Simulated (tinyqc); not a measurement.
Inside a calculation. Model: vacuum evaporation: vapour pressure, source flux, thickness distribution, purity and step coverage. Computed by tinyqc, a small Python program that keeps every step. Command: `OMP_NUM_THREADS=1 python tinyqc.py 3113248 3113249 out.jsonl evap walk`. One thread of a shared host (Intel(R) Xeon(R) Processor @ 2.30GHz), about 0.01 s of CPU time with the checks. Intermediate numbers are printed to about 6 digits and carried at full precision; extremes and crossings named in words are read from the listed rows.

Molecular flow, unit sticking of the metal, no re-evaporation. The background gas is taken as water vapour (18.015 g/mol, collision diameter 0.37 nm) at 300 K.

Inputs (values chosen for the exercise, modelled on aluminium, with constants for the liquid):

| quantity | value | unit |
|---|---|---|
| molar mass M | 26.98 | g/mol |
| film density rho | 2.7 | g/cm^3 |
| vapour-pressure constant A | 10.88 | - |
| vapour-pressure constant B | 16180 | K |
| source temperature T | 1470 | K |
| source area | 0.28 | cm^2 |
| directionality n | 1 | - |
| source-to-wafer distance h | 60 | cm |
| wafer radius R | 2.5 | cm |
| source offset from the axis s/h | 0.81 | - |
| background pressure p | 2e-05 | Pa |
| sticking of background gas | 0.2 | - |
| aspect ratio of a trench | 4.2 | - |

Constants: u = 1.6605390666e-27 kg; k_B = 1.380649e-23 J/K; R = 8.314462618 J/(mol K).

## Vapour pressure and flux

log10(p_v/Pa) = A - B/T; flux from the surface Phi = p_v/sqrt(2 pi m k_B T), m = M u. Mass loss = Phi x area x m; heat of evaporation = ln(10) R B; d ln Phi/dT = ln(10) B/T^2 - 1/(2 T).

vapour pressure p_v = 0.746788 Pa

flux Phi = 9.88010e+17 1/(cm^2 s)

mass loss = 0.0446183 g/h

heat of evaporation = 309.762 kJ/mol

change of flux per kelvin = 1.69007 %/K

Holding the rate to 1 % needs the temperature to about 0.59 K.

## Rate and uniformity on a fixed wafer above the source

A small source emits (n + 1) Phi area cos^n(phi)/(2 pi) per solid angle; on a parallel plane at height h and lateral distance l the arrival rate is (n + 1) Phi area/(2 pi h^2) x (1 + (l/h)^2)^(-(n + 3)/2). Growth rate = arrival rate x m/rho, m = M u. The wafer is fixed and centred above the source.

arrival rate at the centre = 2.44606e+13 1/(cm^2 s)

growth rate at the centre = 0.00405877 nm/s

edge over centre = 0.996537

non-uniformity (max - min)/(max + min) = 0.173460 %

share of the material that lands on the wafer, 1 - (1 + (R/h)^2)^(-(n + 1)/2) = 0.173310 %

## Offset source and rotation

Rotating wafer, source offset by s and facing upwards: thickness at radius r is the mean over the angle a of (1 + (r^2 + s^2 - 2 r s cos a)/h^2)^(-(n + 3)/2), by 360 equal steps; non-uniformity (max - min)/(max + min) over 21 radii from 0 to R.

centre thickness relative to an axial source = 0.364609

edge over centre, rotating = 1.00039

non-uniformity, rotating = 0.0196596 %

## Choosing the offset

The curvature at the centre vanishes at s/h = sqrt(2/(n + 3)).

Against the offset:

| s/h | centre thickness | edge over centre | non-uniformity (%) |
|---|---|---|---|
| 0.0 | 1.00000 | 0.99654 | 0.173460 |
| 0.2 | 0.92456 | 0.99705 | 0.147595 |
| 0.4 | 0.74316 | 0.99825 | 0.087782 |
| 0.5 | 0.64000 | 0.99889 | 0.055644 |
| 0.6 | 0.54066 | 0.99947 | 0.026391 |
| 0.7 | 0.45043 | 0.99997 | 0.001676 |
| 0.8 | 0.37180 | 1.00036 | 0.017970 |
| 0.9 | 0.30524 | 1.00066 | 0.032765 |
| 1.1 | 0.20475 | 1.00101 | 0.050415 |

The best row, s/h = 0.7, has 0.0017 % against 0.17 % on the axis, at the price of a rate lower by a factor 2.22; the small-wafer optimum is sqrt(2/(n + 3)) = 0.71.

## Scattering and purity

Mean free path lambda = k_B T_g/(sqrt2 pi d^2 p); unscattered share exp(-h/lambda); gas arrival p/sqrt(2 pi m_g k_B T_g); impurity ratio = sticking x gas arrival/metal arrival; monolayer time = 1e15 cm^-2/(sticking x gas arrival).

mean free path = 340.491 m

unscattered share = 0.998239

gas arrival rate = 7.16797e+13 1/(cm^2 s)

impurity ratio = 0.586083

monolayer time = 69.7548 s

The gas that sticks amounts to more than a tenth of the metal, although few metal atoms scatter on the way: purity, not the free path, sets the vacuum needed.

## A trench at the wafer edge

Fixed wafer, axial point source, trench running tangentially at r = R: the beam arrives at tan(a) = R/h. Shadowed share of the floor = aspect ratio x tan(a) (at most 1); the wall facing the source grows at tan(a) times the field rate, the other wall not at all.

angle a = 2.38594 degrees

shadowed share of the floor = 0.175

wall over field thickness = 0.0416667

Checks made by the program: share on the wafer by quadrature (relative difference below 1e-10).
